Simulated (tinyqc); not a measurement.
# Length offset and series resistance from crossing lines

Inverse problem. R_total = Rs + k (L - dL)/Vo with constant Rs, dL and k. Find k, dL and Rs.

R_total at (L, Vo) = (40, 0.4), (80, 0.4), (40, 0.87) and (80, 0.87), L in nm and Vo in V (ohm um): 269.5  369.5  221.14943  267.12644

Solution. At each overdrive R is a straight line in L with slope k/Vo; the two lines cross at L = dL, R = Rs.

k = 1.000 ohm um V/nm
dL = 4.200 nm
Rs = 180.0 ohm um

tinyqc, about 0.03 s, one thread, Intel Xeon 2.30GHz (shared host): `OMP_NUM_THREADS=1 python tinyqc.py 2282208 2282209 out.jsonl`
